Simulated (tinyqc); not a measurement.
## One level from two frequencies

Question. A single interface trap level in an MOS capacitor has the conductance Gp/w = Cit w tau/(1 + w^2 tau^2), w = 2 pi f. Find tau and Cit.

Gp/w at f = 8500 and 64000 Hz (nF/cm^2): [19.143525, 16.704135]

Solution. w/(Gp/w) = 1/(Cit tau) + (tau/Cit) w^2 is linear in w^2; the two coefficients give tau and Cit.

tau = 7.46e-6 s
Cit = 55.7 nF/cm^2

Computed by the program tinyqc: `OMP_NUM_THREADS=1 python tinyqc.py 2030053 2030054 out.jsonl`, one thread of a shared Intel Xeon 2.30GHz, about 0.01 s for the whole run.
